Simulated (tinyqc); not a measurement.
# Tunnelling through a two-layer gate stack, WKB transmission and Tsu-Esaki current: effects of single changes

Electrons leave the emitter at x = 0. Energies E (motion across the layers) are in eV from the emitter Fermi level; the collector Fermi level lies at -V and offers states at every E. No charge in the dielectric and no image force: F1 = V/(t1 + t2 eps1/eps2), F2 = F1 eps1/eps2; U = phi1 - F1 x in layer 1 and phi2 - F1 t1 - F2 (x - t1) in layer 2. With C = hbar^2/(2 m0), kappa = sqrt(m (U - E)/C) where U > E and 0 elsewhere; T(E) = exp(-S), S = 2 times the integral of kappa over x.

Inputs (values chosen for the exercise); layer 1 close to silicon dioxide, layer 2 close to hafnium oxide:
- T = 77 K (temperature)
- Ef = 0.39 eV (Fermi energy of the emitter above its band bottom)
- me = 0.59 m0 (emitter mass in the supply function)
- phi1 = 3.02 eV (barrier of layer 1 above the emitter Fermi level at zero bias)
- m1 = 0.49 m0 (tunnelling mass of layer 1)
- t1 = 1.2 nm (thickness of layer 1)
- eps1 = 4.07 (relative permittivity of layer 1)
- phi2 = 1.49 eV (barrier of layer 2 at zero bias)
- m2 = 0.19 m0 (tunnelling mass of layer 2)
- t2 = 3 nm (thickness of layer 2)
- eps2 = 22.3 (relative permittivity of layer 2)
- V = 0.5 V (voltage across the dielectric)

Constants: q = 1.602176634e-19 C, kB = 1.380649e-23 J/K, hbar = 1.054571817e-34 J s, m0 = 9.1093837015e-31 kg, Vt = kB T/q, hbar^2/(2 m0) = 0.0380998212 eV nm^2. Results are converted to the units shown.

Each table varies one quantity; the others keep the values above.

## Effect of the thickness t1 at fixed voltage

Each layer adds (2/F) sqrt(m/C) [G(u at its left edge) - G(u at its right edge)] to S, with u = U - E (0 where negative) and G(u) = (2/3) u^1.5. J = J0 times the integral of T(E) N(E) dE, N = ln[(1 + exp(-E/Vt))/(1 + exp((-E - V)/Vt))], J0 = q^2 me m0 kB T/(2 pi^2 hbar^3) (times 1e-4 for A/cm^2 per eV), from E = -Ef to far above the barrier (T = 1 there), by quadrature converged to the digits shown.

Effect of the thickness t1 at fixed voltage:
```
t1 (nm)  S at E = 0   T(E = 0)  J (A/cm^2)  mean E of the current (eV)
0.7           22.56  1.586e-10     0.02124                     -0.1898
0.9           24.87  1.576e-11    0.001937                     -0.1854
1.1           27.20  1.537e-12    1.740e-4                     -0.1811
1.3           29.54  1.481e-13    1.548e-5                     -0.1769
1.5           31.89  1.414e-14    1.369e-6                     -0.1727
1.7           34.25  1.341e-15    1.205e-7                     -0.1687
1.9           36.61  1.266e-16    1.058e-8                     -0.1647
2.1           38.97  1.190e-17   9.267e-10                     -0.1608
```

J falls from 0.0212 to 9.27e-10 A/cm^2: 5.20 decades a nanometre between the first two rows and 5.29 between the last two. The exponent S alone gives dS/dt/ln 10 = 5.01 and 5.13. In 1 of the 8 rows a layer is thinner than 0.8 nm, a few atomic planes, where an effective mass is a rough description.

## Effect of the barrier height

Same model as above.

Results:
```
phi1 (eV)  S at E = 0   T(E = 0)  J (A/cm^2)  mean E of the current (eV)
1.5             23.76  4.805e-11    0.004321                     -0.1691
1.79            24.79  1.713e-11    0.001627                     -0.1719
2.07            25.70  6.893e-12    6.820e-4                     -0.1740
2.36            26.57  2.875e-12    2.945e-4                     -0.1759
2.64            27.37  1.304e-12    1.374e-4                     -0.1773
2.93            28.14  6.022e-13    6.503e-5                     -0.1786
3.5             29.55  1.473e-13    1.655e-5                     -0.1807
```

Estimate the missing row, phi1 = 3.21 eV.

Computed row:
```
phi1 (eV)  S at E = 0   T(E = 0)  J (A/cm^2)  mean E of the current (eV)
3.21            28.85  2.966e-13    3.270e-5                     -0.1797
```

With this row back in the table: J falls from 0.00432 to 1.65e-5 A/cm^2, on average 1.21 decades for each eV, while S rises from 23.8 to 29.5.

Numbers from tinyqc (`OMP_NUM_THREADS=1 python tinyqc.py 2540061 2540062 out.jsonl`; about 0.03 s on one thread of a shared Intel Xeon 2.30GHz).
